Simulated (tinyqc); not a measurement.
Minority carriers and saturation current of a heavily doped emitter: two steps of the calculation.

n-type, parabolic bands, full ionisation. eta = (EF - Ec)/kB T solves N = Nc F12(eta), F12(x) = (2/sqrt(pi)) int_0^infinity sqrt(u)/(1 + exp(u - x)) du. The gap shrinks rigidly by dEg = a3 y^(1/3) + a4 y^(1/4) + a2 y^(1/2), y = N/1e18 cm^-3, an empirical law that is here taken as the true narrowing.

Inputs (values chosen for the exercise); band and dielectric values close to those of silicon: temperature T = 300 K; conduction-band density of states at 300 K Nc = 2.79e19 cm^-3; ionised donor density N = 1.3e20 cm^-3; minority-hole mobility mup = 110 cm^2/(V s); Auger coefficient Cn = 1.5e-31 cm^6/s; defect lifetime ts = 7.1 us; emitter width W = 800 nm; recombination velocity at the contact S = 6.8e5 cm/s.

Constants: q = 1.602176634e-19 C, kB = 1.380649e-23 J/K, Vt = kB T/q. Results are converted to the units shown.

Question 1. Fermi level. Newton step on ln F12(eta) = ln(N/Nc): eta(new) = eta - ln(Nc F12/N) F12/Fm, Fm(x) = dF12/dx = (1/sqrt(pi)) int_0^infinity u^(-1/2)/(1 + exp(u - x)) du.

eta at the start (Boltzmann value) = 1.5389

Wanted: F12; Fm; eta after iteration 1.

Answer 1.

F12 = 2.1938
Fm = 1.2664
eta after iteration 1 = 2.8438

Question 2. Saturation current. 1/tau = Cn N^2 + 1/ts, D = mup Vt, L = sqrt(D tau); J0 = (q p0 D/L)(s + tanh(W/L))/(1 + s tanh(W/L)), s = S L/D; the share recombining inside is 1 - 1/[cosh(W/L)(1 + tanh(W/L)/s)].

p0 = 12.323359 cm^-3

Wanted: tau; L; s; J0; share recombining inside.

Answer 2.

tau = 0.39446 ns
L = 334.92 nm
s = 8.0087
J0 = 169.85 fA/cm^2
share recombining inside = 83.792 %

The emitter is opaque: W exceeds two diffusion lengths, and the contact matters little.

Range of the model: Band tails, non-parabolic bands and incomplete ionisation are left out.

Numbers from tinyqc (`OMP_NUM_THREADS=1 python tinyqc.py 2330055 2330056 out.jsonl`; about 0.01 s on one thread of a shared Intel Xeon 2.30GHz).
